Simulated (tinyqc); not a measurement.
Deep level with several charge states, and Shockley-Read-Hall recombination: one step. Emission and generation in a depleted region. Two cases, with inputs chosen for the exercise.

Question. With n = p = 0 the level generates pairs at G = Nt en ep/(en + ep); generation lifetime tg = ni/G; current density e G W for a width W = 1 micrometre, e = 1.602176634e-19 C.

One level at Et with degeneracy 1: tn = 1/(sn vth Nt), tp = 1/(sp_ vth Nt), n1 = Nc exp((Et - Eg)/kT), p1 = Nv exp(-Et/kT), ni^2 = n1 p1. Equilibrium p0 = Nm, n0 = ni^2/Nm; n = n0 + dn, p = p0 + dn. U = (n p - ni^2)/(tp (n + n1) + tn (p + p1)), lifetime dn/U; emission rates en = sn vth n1, ep = sp_ vth p1.

Constants: kB = 8.617333262e-05 eV/K.

Case 1.

Values chosen (gap and densities of states near those of GaAs at this temperature; the results hold for these values, not for the real material): Eg = 1.383 eV (gap); Nc = 6.85e+17 1/cm^3 (conduction-band density of states); Nv = 1.42e+19 1/cm^3 (valence-band density of states); T = 400 K; Et = 0.753 eV (recombination level above Ev); Nt = 3.3e+14 1/cm^3 (defects); sn = 3.8e-16 cm^2 (electron capture cross-section); sp_ = 1.1e-15 cm^2 (hole capture cross-section); vth = 14000000 cm/s (thermal velocity, both carriers).

Case 2.

Values chosen (gap and densities of states near those of Ge at this temperature; the results hold for these values, not for the real material): Eg = 0.658 eV (gap); Nc = 1.03e+19 1/cm^3 (conduction-band density of states); Nv = 4.89e+18 1/cm^3 (valence-band density of states); T = 300 K; Et = 0.448 eV (recombination level above Ev); Nt = 7.7e+14 1/cm^3 (defects); sn = 2e-14 cm^2 (electron capture cross-section); sp_ = 1.5e-16 cm^2 (hole capture cross-section); vth = 16000000 cm/s (thermal velocity, both carriers).

Give: en, ep; G; tg; current density.

Answer.

Case 1.

en, ep (1/s): 42.1  71.2

G = 8.73e+15 1/(cm^3 s)
tg = 0.693 microsecond
current density = 1.40e-07 A/cm^2

The two emission rates are comparable (en/ep = 0.591), which is near the largest generation.

Case 2.

en, ep (1/s): 9.78e+08  350

G = 2.69e+17 1/(cm^3 s)
tg = 78.4 microsecond
current density = 4.31e-06 A/cm^2

The slower step, hole emission, limits the rate: en/ep = 2.8e+06.

Computed by tinyqc, one run a case: `OMP_NUM_THREADS=1 python tinyqc.py N N+1 out.jsonl` with N = 1682636, 1682642; one thread of a shared Intel(R) Xeon(R) Processor @ 2.30GHz, about 0.01 s a run at most.
